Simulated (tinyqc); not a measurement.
Binary melting diagram from solution models of liquid and solid: one step, computed by the program tinyqc.

x is the fraction of B. In a phase with interaction L: mu_A = G_A + R T ln(1 - x) + L x^2, mu_B = G_B + R T ln x + L (1 - x)^2. Melting: G(liquid) - G(solid) = H (1 - T/T_m) for each pure component.

Task: The two liquidus branches. Liquid against pure solid A: T = (H_A + L_L x^2)/(H_A/T_A - R ln(1 - x)); against pure solid B: T = (H_B + L_L (1 - x)^2)/(H_B/T_B - R ln x). The higher branch is the stable one; a dash marks a branch without a positive root.

Inputs (values chosen for the exercise, for a model alloy):
```
quantity                value    unit
melting point T_A        1125       K
melting point T_B         825       K
heat of melting H_A      30.6  kJ/mol
heat of melting H_B        35  kJ/mol
liquid interaction L_L   -8.3  kJ/mol
```

Diagram: eutectic with pure solids.

Constants: R = 8.314462618 J/(mol K).

Give: Liquidus temperatures (K).

Result:

Liquidus temperatures (K):
```
x     branch A  branch B  first solid
0.05      1107     408.6            A
0.15      1065     498.4            A
0.30       990     589.9            A
0.45       899     662.2            A
0.60       793     721.5            A
0.75       670     769.4            B
0.90       515     806.4            B
0.97       404     819.9            B
```
